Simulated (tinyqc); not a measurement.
Lattice vibrations of a chain, step by step. Computed by tinyqc, a small Python program that keeps every step. Command: `OMP_NUM_THREADS=1 python tinyqc.py 24927 24928 out.jsonl` (the two numbers bound the seeds that draw the settings). One thread of a shared host (Intel(R) Xeon(R) Processor @ 2.60GHz), about 0.01 s of CPU time with the checks.

## Dynamical matrix at q = 0.38

A chain moving along its axis:
```
atom                mass (u)  spring to the next atom (eV/angstrom^2)
1                  37.200000                                 9.000000
2                   3.800000                                25.300000
3                  56.600000                                29.300000
4                  94.500000                                 5.300000
second neighbours          -                                 2.100000
```

q is in units of 2 pi/a. A spring k from atom i to atom j, n cells on, adds k to Phi_ii and Phi_jj, -k exp(2 pi i q n) to Phi_ij and the conjugate to Phi_ji (for one atom a cell: 2k (1 - cos 2 pi q n)); D_ij = Phi_ij / sqrt(m_i m_j).

D(q) (eV/(angstrom^2 u)), lower triangle (Hermitian):
```
                     1                    2          3         4
1             0.497312
2            -0.756971            10.131579
3  -0.012404-0.031329i            -1.725125   1.038869
4   0.065162-0.061192i  -0.030035-0.075860i  -0.400630  0.410582
```

## Frequencies

omega^2 are the eigenvalues; wavenumber = 521.4708 sqrt(eigenvalue) 1/cm.

eigenvalues: 0.115677  0.420128  1.038946  10.503592

wavenumbers (1/cm): 177.4  338.0  531.5  1690.0

weights |e|^2 of the mass-weighted modes:
```
          mode 1    mode 2    mode 3    mode 4
atom 1  0.066426  0.859765  0.068343  0.005466
atom 2  0.011660  0.009826  0.016040  0.962474
atom 3  0.298510  0.044145  0.625347  0.031998
atom 4  0.623403  0.086264  0.290271  0.000062
```

## Dispersion and heat capacity

C/k_B per atom = mean over q = (j + 1/2)/80, j = 0..39 and all branches of y^2 e^y/(e^y - 1)^2, y = hc wavenumber / k_B T.

Wavenumbers (1/cm):
```
q           branch 1    branch 2    branch 3     branch 4
0.000000    0.000000  375.951542  535.810617  1689.986109
0.062500   33.301602  374.745337  535.612132  1689.988819
0.125000   66.026183  371.156804  535.051882  1689.996533
0.187500   97.546941  365.300109  534.227254  1690.008075
0.250000  127.113401  357.451021  533.275996  1690.021684
0.312500  153.716904  348.199687  532.348055  1690.035286
0.375000  175.845193  338.716567  531.579679  1690.046812
0.437500  191.168949  331.080801  531.075618  1690.054512
0.500000  196.786322  328.042921  530.900391  1690.057215
```

Heat capacity:
```
T (K)  C/k_B per atom
20           0.043359
50           0.115467
100          0.238423
200          0.464529
300          0.593092
600          0.775754
1200         0.916902
```

zero-point energy per atom = 41.789066 meV
